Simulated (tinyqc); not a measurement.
Regular and subregular solution with a miscibility gap: one step, computed by the program tinyqc.

Per mole of mixing sites: G(x) = x (1 - x) [L0 + L1 (1 - 2x)] + R T [x ln x + (1 - x) ln(1 - x)], x the fraction of B.

Problem. Coherent spinodal. The spinodal is G'' = 0, R T_s(x) = x (1 - x) [2 L0 + 6 L1 (1 - 2x)]; the critical point is its maximum. If the lattice stays coherent, G'' gains 2 eta^2 Y V_m (eta = d ln a/dx, Y the biaxial modulus, E/(1 - nu) if isotropic), which is L0 replaced by L0 - eta^2 Y V_m (1 GPa cm^3/mol = 1 kJ/mol); the program reports 0 if the result is not positive.

Inputs (values chosen for the exercise, for a model alloy): asymmetry L1 = 0 kJ/mol; coherency modulus Y = 163 GPa; molar volume V_m = 24.1 cm^3/mol.

eta = 0.039

L0 = 6.59 kJ/mol

Constants: R = 8.314462618 J/(mol K).

Give: eta^2 Y V_m; top of the coherent spinodal.

Solution.

eta^2 Y V_m = 5.975 kJ/mol

top of the coherent spinodal = 36.99 K
